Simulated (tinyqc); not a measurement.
Inside a calculation. Method: plane-wave Kohn-Sham cycle with exchange-only LDA in a layered model solid. One step of it, computed by the program tinyqc.

Task: Iteration 1: Hamiltonian at one k. H(m,m') = (k + G_m)^2/2 delta + V(G_m - G_m'), with V(-G) = V(G).

A solid whose potential varies along x alone (atomic units):
```
parameter                      value
period a                   10.600000
cross-section of the cell  16.000000
electrons per cell                 2
grid points                       16
plane waves -n..n, n               3
k points                           1
V1 in V1 cos(2 pi x/a)     -0.150000
```

V(G_m), m = 0, 1, 2, ... (hartree): -0.224143  -0.075000  0.000000  0.000000  0.000000  0.000000  0.000000

k = 0.000000 2 pi / a

Give: H.

Result:

H (hartree):
```
         -3       -2       -1       +0       +1       +2       +3
-3   1.3570  -0.0750   0.0000   0.0000   0.0000   0.0000   0.0000
-2  -0.0750   0.4786  -0.0750   0.0000   0.0000   0.0000   0.0000
-1   0.0000  -0.0750  -0.0485  -0.0750   0.0000   0.0000   0.0000
+0   0.0000   0.0000  -0.0750  -0.2241  -0.0750   0.0000   0.0000
+1   0.0000   0.0000   0.0000  -0.0750  -0.0485  -0.0750   0.0000
+2   0.0000   0.0000   0.0000   0.0000  -0.0750   0.4786  -0.0750
+3   0.0000   0.0000   0.0000   0.0000   0.0000  -0.0750   1.3570
```
